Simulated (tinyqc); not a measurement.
On-chip power grid, static voltage drop by conjugate gradients: course of the conjugate-gradient iteration.

A grid of 4 rows and 4 columns, node k = 4 row + column. Neighbours in a row are joined by Rx, in a column by Ry; pad nodes, which reach the supply through Rp: 0, 15. Each node draws I0, node 3 draws kh I0. The drops u = Vdd - V solve G u = i, with G the conductance matrix (1/Rp added on the diagonal at pad nodes).

G_kk = sum of the conductances at node k. Start u = 0, so the residual is r = i; z = r/G_kk (Jacobi preconditioner), p = z.

q = G p; with z = r/G_kk: a = (r.z)/(p.q); u(new) = u + a p; r(new) = r - a q; b = (r.z)(new)/(r.z); p(new) = z(new) + b p.

Stop when |r| is below 1e-9 mA.

Inputs (values chosen for the exercise):
- Rx = 0.54 ohm (resistance of a horizontal segment)
- Ry = 0.82 ohm (resistance of a vertical segment)
- Rp = 0.14 ohm (resistance from a pad node to the supply)
- I0 = 7.5 mA (load current of an ordinary node)
- kh = 1 (factor on the load at the hot node)

Course of the iteration:

| iteration | largest u (mV) | \|r\| (mA) |
|---|---|---|
| 1 | 23.0590 | 64.5 |
| 2 | 31.0433 | 53.8 |
| 3 | 35.4575 | 13.1 |
| 4 | 35.8613 | 5.10 |
| 5 | 35.3947 | 1.00 |
| 6 | 35.3335 | 0.190 |
| 7 | 35.3140 | 2.66e-3 |
| 8 | 35.3139 | < 1e-11 |

Did this iteration meet its convergence test, and what does its course show?

Yes. Converged in 8 iterations for 16 unknowns; in exact arithmetic the method needs at most 16. The condition number of the scaled matrix is 38.6. Gauss-Seidel sweeps in node order need 234 to reach the same residual.

tinyqc, about 0.3 s, one thread, Intel Xeon 2.30GHz (shared host): `OMP_NUM_THREADS=1 python tinyqc.py 2770103 2770104 out.jsonl`
